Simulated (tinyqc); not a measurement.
Empirical pseudopotential in a few plane waves, step by step. One step of it, computed by the program tinyqc.

Question. Bloch Hamiltonian at G. Basis: the 15 shortest G (labels in 2 pi/a), the same at every k. H(G,G') = c |k + G|^2 delta + VS(|G-G'|^2) cos((G-G').tau) + i VA sin((G-G').tau), tau = a/8 (1,1,1); 1 Ry = 13.605693 eV.

Parameters chosen for this model: fcc lattice, atoms at +/- a/8 (1,1,1); form factors in rydberg at |G|^2 in units of (2 pi/a)^2:
```
parameter                 value      unit
a                      6.270000  angstrom
VS(3)                 -0.257000        Ry
VS(8)                  0.044000        Ry
VS(11)                 0.088000        Ry
VA(3)                         0        Ry
VA(4)                         0        Ry
VA(11)                        0        Ry
hbar^2/2m (2 pi/a)^2   3.826023        eV
```

k point G (2 pi / a): 0  0  0

Give: H(k) at G.

Answer.

H(k) at G (eV), lower triangle:
```
        +0+0+0  -1-1-1  -1-1+1  -1+1-1  -1+1+1  +1-1-1  +1-1+1  +1+1-1
+0+0+0   0.000
-1-1-1   2.473  11.478
-1-1+1  -2.473   0.000  11.478
-1+1-1  -2.473   0.000   0.599  11.478
-1+1+1  -2.473  -0.599   0.000   0.000  11.478
+1-1-1  -2.473   0.000   0.599   0.599   0.000  11.478
+1-1+1  -2.473  -0.599   0.000   0.000   0.599   0.000  11.478
+1+1-1  -2.473  -0.599   0.000   0.000   0.599   0.000   0.599  11.478
+1+1+1   2.473   0.000  -0.599  -0.599   0.000  -0.599   0.000   0.000
-2+0+0   0.000  -2.473  -2.473  -2.473   2.473   0.847  -0.847  -0.847
+0-2+0   0.000  -2.473  -2.473   0.847  -0.847  -2.473   2.473  -0.847
+0+0-2   0.000  -2.473   0.847  -2.473  -0.847  -2.473  -0.847   2.473
+0+0+2   0.000  -0.847   2.473  -0.847  -2.473  -0.847  -2.473   0.847
+0+2+0   0.000  -0.847  -0.847   2.473  -2.473  -0.847   0.847  -2.473
+2+0+0   0.000  -0.847  -0.847  -0.847   0.847   2.473  -2.473  -2.473

        +1+1+1  -2+0+0  +0-2+0  +0+0-2  +0+0+2  +0+2+0  +2+0+0
+1+1+1  11.478
-2+0+0  -0.847  15.304
+0-2+0  -0.847   0.599  15.304
+0+0-2  -0.847   0.599   0.599  15.304
+0+0+2  -2.473  -0.599  -0.599   0.000  15.304
+0+2+0  -2.473  -0.599   0.000  -0.599   0.599  15.304
+2+0+0  -2.473   0.000  -0.599  -0.599   0.599   0.599  15.304
```
